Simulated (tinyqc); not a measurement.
Thermionic-field emission through a Schottky barrier, WKB: two steps of the calculation.

Metal on an n-type semiconductor with one parabolic valley; V > 0 is forward bias (metal positive). Energies E are counted from the conduction edge of the neutral semiconductor, whose Fermi level lies at -xi; that of the metal lies at -xi - V. The barrier is a parabola of height Vd = phi - xi - V (depletion approximation, no image force).

Parameters, values chosen for the exercise; band and dielectric values those of a made-up semiconductor:
- T = 400 K (temperature)
- me = 0.0533 m0 (electron mass)
- eps_r = 15 (relative permittivity)
- phi = 0.76 eV (barrier height seen from the metal)
- Nd = 1.8e19 cm^-3 (donor density)
- V = 0.33 V (bias)
- nE = 11 (points of the energy grid)
- Eb = 1.1 eV (upper end of the energy grid)

Constants: q = 1.602176634e-19 C, kB = 1.380649e-23 J/K, hbar = 1.054571817e-34 J s, h = 6.62607015e-34 J s, m0 = 9.1093837015e-31 kg, Vt = kB T/q, eps0 = 8.8541878128e-14 F/cm where lengths are in cm. Results are converted to the units shown.

Question 1. Fermi level, barrier and E00. Nc = 2 (2 pi me m0 kB T/h^2)^1.5 (times 1e-6 for cm^-3); Nd = Nc F12(-xi/Vt), F12(x) = (2/sqrt(pi)) int_0^infinity sqrt(u)/(1 + exp(u - x)) du; E00 = (hbar/2) sqrt(Nd/(me m0 eps0 eps_r)) in SI units (volts). W = sqrt(2 eps0 eps_r Vd/(q Nd)).

Wanted: Nc; xi; Vd; W; E00; E00/Vt.

Answer 1.

Nc = 4.754e17 cm^-3
xi = -0.4678 eV
Vd = 0.8978 V
W = 9.093 nm
E00 = 88.10 meV
E00/Vt = 2.556

By a common rule of thumb, E00/Vt below 0.5 marks thermionic emission, 0.5 to 5 thermionic-field emission and above 5 field emission. By that rule alone: thermionic-field emission; with a high barrier, tunnelling near its top can carry most of the current even below 0.5.

Question 2. Current density on a coarse grid. For E < Vd, ln T(E) = -(Vd/E00) [sqrt(1 - y) - y ln((1 + sqrt(1 - y))/sqrt(y))], y = E/Vd; T(E) = 1 above. J = A* T (q/kB) int_0^infinity T(E) N(E) dE, N = ln[(1 + exp((-xi - E)/Vt))/(1 + exp((-xi - V - E)/Vt))], A* = 4 pi q me m0 kB^2/h^3 (times 1e-4 for A/(cm^2 K^2)). Simpson's rule on nE equally spaced points from 0 to Eb.

xi = -0.46778779 eV
Vd = 0.89778779 V
E00 = 88.095621 meV

Find: E; T(E); N; T(E) N; J.

Answer 2.

```
point  E (eV)       T(E)          N     T(E) N
0      0.0000  3.7504e-5     9.5555  3.5837e-4
1      0.1100  6.0502e-4     9.2046  0.0055689
2      0.2200  0.0039376     7.1013   0.027962
3      0.3300   0.017632     4.0118   0.070737
4      0.4400   0.060519     1.1752   0.071122
5      0.5500    0.16660   0.088079   0.014674
6      0.6600    0.37467  0.0037790  0.0014159
7      0.7700    0.68666  1.5568e-4  1.0690e-4
8      0.8800    0.98116  6.4021e-6  6.2815e-6
9      0.9900     1.0000  2.6326e-7  2.6326e-7
10     1.1000     1.0000  1.0825e-8  1.0825e-8
```

J = 6.1673e5 A/cm^2

The integrand peaks at E = 0.440 eV among these points, 0.49 of the barrier height.

Range of the model: The depletion approximation, a parabolic band and the neglect of image-force lowering make these currents estimates at high doping.

Numbers from tinyqc (`OMP_NUM_THREADS=1 python tinyqc.py 2640079 2640080 out.jsonl`; about 0.04 s on one thread of a shared Intel Xeon 2.30GHz).
